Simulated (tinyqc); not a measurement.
Scaling with the misfit: strain-driven roughening and islands of a mismatched epitaxial film. Computed by tinyqc, a small Python program. Command: `OMP_NUM_THREADS=1 python tinyqc.py 3030118 3030119 out.jsonl island walk`. One thread of a shared host (Intel(R) Xeon(R) Processor @ 2.30GHz), about 0.01 s of CPU time with the checks.

Film and substrate share isotropic elastic constants; the film is coherent and biaxially strained.

Inputs (values chosen for the exercise, for a model film):
```
quantity                                     value       unit
misfit |f|                                  0.0183          -
shear modulus G                               97.2        GPa
Poisson ratio nu                              0.19          -
surface energy gamma                           1.3      J/m^2
contact angle of the shallow shape theta_1    12.2    degrees
contact angle of the steep shape theta_2      22.8    degrees
facet energy of shape 1 over gamma           1.003          -
facet energy of shape 2 over gamma           1.013          -
surface mobility D_s nu_s Omega^2/(k_B T)    2e-34  m^6/(J s)
```

Transport: surface diffusion.

Constants: e = 1.602176634e-19 C.

Method:
- M = 2 G (1 + nu)/(1 - nu); stress = M f; energy density w = M f^2.
- A ripple A cos(k x) has the surface chemical potential per volume [gamma k^2 - 2 (1 + nu) w k] A cos(k x), so k_c = 2 (1 + nu) w/gamma. With surface diffusion the amplitude grows at the rate q = B k^2 [2 (1 + nu) w k - gamma k^2], fastest at k_m = (3/4) k_c. B is the surface mobility.
- Shallow faceted island (Tersoff form): E = 4 Gam V^(2/3) tan^(1/3)(theta) - 6 c V tan(theta), Gam = gamma [x/sin(theta) - 1/tan(theta)], x the facet energy over gamma, c = stress^2 (1 - nu)/(2 pi G).
- The barrier is the maximum of E, at V_c = [4 Gam/(9 c)]^3 / tan^2(theta) (1 GPa nm = 1 J/m^2).
- V_c = [4 Gam/(9 c)]^3/tan^2(theta), barrier = (4/3) Gam V_c^(2/3) tan^(1/3)(theta); the growth time is 1/q at k_m.

fastest wavelength = 47.8437 nm

growth time 1/q at k_m = 38.7906 s

critical volume, shape 1 = 153.967 nm^3

barrier, shape 1 = 22.5822 eV

Misfit scaled at fixed constants:
```
|f| (%)  fastest wavelength (nm)  growth time (s)  V_c of shape 1 (nm^3)  barrier of shape 1 (eV)
0.4575                    765.50       2.5422e+06             6.3065e+05               5.7810e+03
0.6405                    390.56       1.7226e+05             8.3757e+04               1.5049e+03
0.9150                    191.37       9.9304e+03             9.8539e+03               3.6132e+02
1.2810                     97.64       6.7289e+02             1.3087e+03               9.4053e+01
1.8300                     47.84       3.8791e+01             1.5397e+02               2.2582e+01
2.5620                     24.41       2.6285e+00             2.0448e+01               5.8783e+00
```

What does the comparison show, and why?

Halving the misfit stretches the wavelength 4 times, the barrier 16 times, the volume 64 times and the time 256 times: f^(-2), f^(-4), f^(-6), f^(-8). Over these rows the time spans 6.0 decades: strongly mismatched films tend to roughen first, while dilute alloys have time to stay flat. Rows with wavelengths under 10 nm or volumes under 5 nm^3 are beyond the continuum picture.

Extremes, crossings and ranges named in words are read from the listed rows.
